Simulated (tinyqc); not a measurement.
# Worked calculation: charge pumping in an n-channel transistor

Numbers from tinyqc (`OMP_NUM_THREADS=1 python tinyqc.py 2030096 2030097 out.jsonl`; about 0.01 s on one thread of a shared Intel Xeon 2.30GHz). Printed values are rounded.

The gate is pulsed from accumulation to inversion and back. Energies E are counted from the intrinsic level; Dit(E) = D0 [1 + b (2 E/Eg)^2]. During each edge the traps near the bands emit their carriers, and those between Eh and Ee recombine once a cycle.

Parameters, values chosen for the exercise; band and dielectric values those of a made-up semiconductor:
- T = 300 K (temperature)
- Eg = 0.794 eV (band gap)
- Nc = 1.08e19 cm^-3 (conduction-band density of states at 300 K)
- Nv = 6.86e18 cm^-3 (valence-band density of states at 300 K)
- A = 3 um^2 (gate area)
- D0 = 2.8e10 cm^-2 eV^-1 (trap density at midgap)
- b = 6.9 (rise of the trap density towards the band edges)
- sn = 1.2e-16 cm^2 (cross-section for electrons)
- sp = 9.3e-16 cm^2 (cross-section for holes)
- vth = 1.4e7 cm/s (thermal velocity at 300 K, one nominal value for electrons and holes)
- dV = 0.53 V (Vth - Vfb)
- Va = 3.5 V (pulse height)
- f = 2e5 Hz (frequency)
- tr = 300 ns (rise time)
- tf = 700 ns (fall time)

Constants: q = 1.602176634e-19 C, kB = 1.380649e-23 J/K, Vt = kB T/q. Results are converted to the units shown.

Range of the model: The Fermi levels of inversion and accumulation are taken to lie beyond Ee and Eh, the flat tops to fill all traps, and no geometric current is added.

## Emission levels

ni = sqrt(Nc Nv) exp(-Eg/(2 Vt)), Eg in volts; emission times te = (dV/Va) tf and th = (dV/Va) tr; Ee = -Vt ln(vth sn ni te), Eh = +Vt ln(vth sp ni th).

ni = 1.84318e12 cm^-3
te = 106 ns
th = 45.4286 ns
Ee = 0.207379 eV
Eh = -0.176347 eV

The window covers 48.3 % of the gap.

## Pumped charge and current

Nit = integral of Dit from Eh to Ee = D0 [Ee - Eh + 4 b (Ee^3 - Eh^3)/(3 Eg^2)], Qcp = q A Nit, Icp = f Qcp.

Nit = 1.66293e10 cm^-2
mean Dit = 4.33365e10 cm^-2 eV^-1
traps pumped a cycle = 498.880
Icp = 15.9859 pA
